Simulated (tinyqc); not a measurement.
Square-lattice Ising model by mean field, Bethe lattice, transfer matrix, exact enumeration and Monte Carlo steps: one step, computed by the program tinyqc.

H = -J sum over nearest pairs s_i s_j, s = +-1, no field, periodic boundaries; energies per site are in J. As a lattice gas or an alloy, s marks which species holds the site.

Question. Three theories of the infinite lattice. K = J/(k_B T). Mean field: m = tanh(4 K m), u = -2 m^2. Bethe: cavity field h = 3 artanh(tanh K tanh h), m = tanh(4h/3), u = -2 (tanh K + tanh^2 h)/(1 + tanh K tanh^2 h). Exact: m = [1 - sinh(2K)^(-4)]^(1/8) below T_c; u = -coth(2K) [1 + (2/pi)(2 tanh^2(2K) - 1) K1(k)], k = 2 sinh(2K)/cosh^2(2K), K1 the complete elliptic integral of the first kind. The largest root is taken.

Inputs (values chosen for the exercise, for a model lattice): temperature T = 1930 K.

K = 0.3806041

Give: m, mean field; u, mean field; cavity field h; m, Bethe; u, Bethe; m, exact; u, exact.

Answer.

m, mean field = 0.8666

u, mean field = -1.502

cavity field h = 0.5597

m, Bethe = 0.6329

u, Bethe = -1.136

m, exact = 0

u, exact = -1.009

Against the exact energy mean field misses by -0.493 J and Bethe by -0.126 J.
